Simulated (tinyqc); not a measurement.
Worked calculation: harmonic frequencies on the RHF/6-311g surface (energies and gradients from PySCF), for H2, spin multiplicity 1. One step of it, computed by the program tinyqc.

Problem. Normal modes. Diagonalise H_ij / sqrt(m_i m_j); the 5 smallest eigenvalues belong to translations and rotations; wavenumber = sqrt(eigenvalue / 1822.888) x 219474.63; each mode has its largest component positive (the first on a tie); zero-point energy = sum of wavenumbers / 2, with 349.755 1/cm per kcal/mol.

Hessian (symmetrised) (hartree/bohr^2), order 1Hx, 1Hy, 1Hz, 2Hx, 2Hy, 2Hz:
```
[[0.00000059, 0.00000000, 0.00000000, -0.00000059, 0.00000000, 0.00000000],
 [0.00000000, 0.00000059, 0.00000000, 0.00000000, -0.00000059, 0.00000000],
 [0.00000000, 0.00000000, 0.39985984, 0.00000000, 0.00000000, -0.39985984],
 [-0.00000059, 0.00000000, 0.00000000, 0.00000059, 0.00000000, 0.00000000],
 [0.00000000, -0.00000059, 0.00000000, 0.00000000, 0.00000059, 0.00000000],
 [0.00000000, 0.00000000, -0.39985984, 0.00000000, 0.00000000, 0.39985984]]
```

masses (u): [1.007825, 1.007825]

Give: eigenvalues of the mass-weighted Hessian; harmonic wavenumbers of the vibrations; mass-weighted modes; zero-point energy.

Solution.

eigenvalues of the mass-weighted Hessian (hartree/(bohr^2 u)): [0.0000, 0.0000, 0.0000, 0.0000, 0.0000, 0.7935]

harmonic wavenumbers of the vibrations (1/cm): [4579.1]

mass-weighted modes, order 1Hx, 1Hy, 1Hz, 2Hx, 2Hy, 2Hz:
```
[[0.0000],
 [0.0000],
 [0.7071],
 [0.0000],
 [0.0000],
 [-0.7071]]
```

zero-point energy = 6.5462 kcal/mol
